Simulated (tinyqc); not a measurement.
Inside a calculation. Method: coupled-perturbed Hartree-Fock on RHF in the sto-6g basis, for H2, spin multiplicity 1. The polarisability along this axis is zero because the basis has no function that the field can mix in; the real value is not. One step of it, computed by the program tinyqc.

Problem. Iteration 1: diagonalisation and new density. Diagonalise F' = X^T F X, C = X C', fill 1 alpha and 1 beta electrons from the bottom; D = 2 C_occ C_occ^T. Each column has its largest component positive (the first on a tie).

Fock matrix F (hartree):
```
,1H 1s,2H 1s
1H 1s,-0.357074,-0.586090
2H 1s,-0.586090,-0.357074
```

X:
```
,1H 1s,2H 1s
1H 1s,1.228723,-0.448976
2H 1s,-0.448976,1.228723
```

Give: F' = X^T F X; orbital energies; coefficients C; D after iteration 1.

Solution.

F' = X^T F X (hartree):
```
,1,2
1,0.0356,-0.6090
2,-0.6090,0.0356
```

orbital energies (hartree): MO1 -0.5734, MO2 0.6446

coefficients C:
```
,MO1,MO2
1H 1s,0.5514,1.1863
2H 1s,0.5514,-1.1863
```

D after iteration 1:
```
,1H 1s,2H 1s
1H 1s,0.6080,0.6080
2H 1s,0.6080,0.6080
```
